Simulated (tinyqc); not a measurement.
Active against total: solid solubility of a dopant against its melt (retrograde solidus), clustering and the electrically active fraction. Computed by tinyqc, a small Python program. Command: `OMP_NUM_THREADS=1 python tinyqc.py 3017163 3017164 out.jsonl retro walk`. One thread of a shared host (Intel(R) Xeon(R) Processor @ 2.30GHz), about 0.01 s of CPU time with the checks.

Inputs (values chosen for the exercise, of the order of those of copper in silicon for the solubility):
```
quantity,value,unit
atoms per cluster m,4,-
cluster scale N* at 1273 K,5.1e+20,1/cm^3
activation energy E_b of the cluster scale,0.21,eV
anneal temperature T_a,1150,K
prefactor of n_i,3.82e+16,1/(cm^3 K^1.5)
energy E_i in n_i,0.605,eV
```

Clustering: clusters that take up free electrons.

Constants: k_B = 8.617333262e-05 eV/K.

Method. A highly soluble donor (another dopant than that of the solidus) is limited by clustering. Donors N_a are active, and clusters hold m atoms each: N_t = N_a + m C, m C = N* (N_a/N*)^m (n/N*)^m, each atom taking one electron, n = N_a/2 + sqrt(N_a^2/4 + n_i^2), n_i = prefactor x T^1.5 exp(-E_i/(k_B T)), with N*(T) = N*(1273 K) exp[-(E_b/k_B)(1/T - 1/1273)].

Active density (1/cm^3):
```
N_t (1/cm^3),N_a at T_a,fraction,N_a at T_a + 150 K,N_a at T_a - 150 K
1.00e+19,1.0000e+19,1.00000,1.0000e+19,1.0000e+19
3.00e+19,3.0000e+19,1.00000,3.0000e+19,3.0000e+19
1.00e+20,9.9995e+19,0.99995,9.9999e+19,9.9957e+19
2.00e+20,1.9886e+20,0.99428,1.9978e+20,1.9201e+20
5.00e+20,3.6205e+20,0.72409,4.1929e+20,2.8909e+20
1.00e+21,4.3210e+20,0.43210,5.2352e+20,3.3379e+20
2.00e+21,4.8836e+20,0.24418,5.9909e+20,3.7320e+20
5.00e+21,5.5879e+20,0.11176,6.8948e+20,4.2470e+20
```

What does the comparison show, and why?

The exponent d ln N_a/d ln N_t falls from 1.00 to 0.15, towards 1/(2m) = 0.125. At the highest dose a 150 K hotter anneal gives 1.23 times the active density, and a later step 150 K cooler would cut it to 0.76 if it ran to equilibrium: short hot anneals come last.

Extremes, crossings and ranges named in words are read from the listed rows.
